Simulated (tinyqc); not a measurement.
What the thin-film term adds: Deal-Grove kinetics of thermal oxidation of silicon. Computed by tinyqc, a small Python program. Command: `OMP_NUM_THREADS=1 python tinyqc.py 3012093 3012094 out.jsonl oxide walk`. One thread of a shared host (Intel(R) Xeon(R) Processor @ 2.30GHz), about 0.08 s of CPU time with the checks.

Oxidant diffuses through the oxide and reacts at the interface, so that dx/dt = B/(A + 2x) for the oxide thickness x.

Inputs (values chosen for the exercise, close to those used for silicon):

| quantity | value | unit |
|---|---|---|
| prefactor B0 | 843 | um^2/h |
| activation energy E_B | 1.24 | eV |
| prefactor (B/A)0 | 7.13e+06 | um/h |
| activation energy E_A | 2.01 | eV |
| temperature T | 1200 | C |
| oxidant pressure p | 0.5 | atm |
| pressure exponent m of B/A | 0.78 | - |
| initial oxide x_i | 0.005 | um |
| ratio c of the extra rate to B/A | 2 | - |
| decay length L | 0.0052 | um |

Ambient: dry oxygen. Surface: (111). Extension: thin-film term.

Constants: k_B = 8.617333262e-05 eV/K.

Method:
- B = B0 p exp(-E_B/(k_B T)), B/A = (B/A)0 p^m exp(-E_A/(k_B T)), p in atm; A = B/(B/A).
- Temperatures in kelvin are T(C) + 273.15.
- tau = (x_i^2 + A x_i)/B and x = (A/2) [sqrt(1 + 4 B (t + tau)/A^2) - 1], the root of x^2 + A x = B (t + tau).
- Thin-film (Massoud) form: dx/dt = B/(A + 2x) + c (B/A) exp(-x/L), integrated from x_i by fourth-order Runge-Kutta in 2000 steps, the i-th of length (2 i - 1) t/2000^2.

length A = 0.0437271 um

parabolic constant B = 0.0241350 um^2/h

linear constant B/A = 0.551945 um/h

Thickness:

| t (h) | Deal-Grove (um) | with the term (um) | difference (nm) |
|---|---|---|---|
| 0.02 | 0.01284 | 0.01556 | 2.7204 |
| 0.05 | 0.02205 | 0.02488 | 2.8294 |
| 0.1 | 0.03413 | 0.03653 | 2.3987 |
| 0.3 | 0.06737 | 0.06891 | 1.5433 |
| 1 | 0.13580 | 0.13667 | 0.8786 |
| 3 | 0.24856 | 0.24907 | 0.5132 |
| 10 | 0.47014 | 0.47043 | 0.2822 |
| 30 | 0.82947 | 0.82963 | 0.1631 |

The gain reaches at most 2.83 nm among these rows, at 0.05 h, and then shrinks, because the thicker film grows more slowly once diffusion matters. If the base rate kept its starting value B/(A + 2 x_i), the gain would level off at L ln(1 + c (1 + 2 x_i/A) exp(-x_i/L)) = 3.44 nm.
